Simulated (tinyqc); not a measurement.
Junctionless gate-all-around wire, depletion approximation: one step of the calculation.

A uniformly doped n-type wire of radius R under a surrounding gate; long channel. Below flat band a shell from radius rc to R is fully depleted and the neutral core, at channel potential V (0 at the source, Vd at the drain), carries the current with constant mobility; s = (rc/R)^2 is the share of the cross-section that conducts. The edge of the depleted shell is taken as abrupt, so there is no subthreshold current.

Task. Conducting share at the source by Newton steps. With V = 0: f = A (1 - s + s ln s) + B (1 - s) - (Vfb - Vg); f' = A ln s - B; s(new) = s - f/f'.

Parameters, values chosen for the exercise: flat-band voltage Vfb = 1.15 V; gate voltage Vg = 0.31 V.

s after iteration 1 = 0.10549080
A = 0.67678629 V
B = 0.61608523 V

Give: f; f'; s after iteration 2.

Result.

f = 0.1559 V
f' = -2.138 V
s after iteration 2 = 0.1784

Numbers from tinyqc (`OMP_NUM_THREADS=1 python tinyqc.py 2460015 2460016 out.jsonl`; about 0.01 s on one thread of a shared Intel Xeon 2.30GHz).
